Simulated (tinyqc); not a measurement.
Charge control and current of a heterostructure field-effect transistor: one step, computed by the program tinyqc.

Two subbands in a triangular well; E_F is counted from the conduction band edge of the channel at the interface.

Question. Threshold and barrier capacitance. Threshold V_T = phi_B - dE_c - sigma d/(eps eps_0) (in volts); C_b = eps eps_0/d.

Inputs (values chosen for the exercise, modelled on AlGaN/GaN):
```
quantity                                value    unit
permittivity eps (barrier and channel)   9.34       -
barrier thickness d                        13      nm
Schottky barrier phi_B                    1.1      eV
conduction band offset dE_c              0.55      eV
polarisation charge sigma/e             2e+13  1/cm^2
```

Charge source: polarisation. Velocity law: smooth.

Constants: e = 1.602176634e-19 C; eps_0 = 8.8541878128e-12 F/m.

Give: threshold voltage V_T; barrier capacitance C_b.

Answer.

threshold voltage V_T = -4.487 V

barrier capacitance C_b = 0.6361 microfarad/cm^2

The device is normally on.
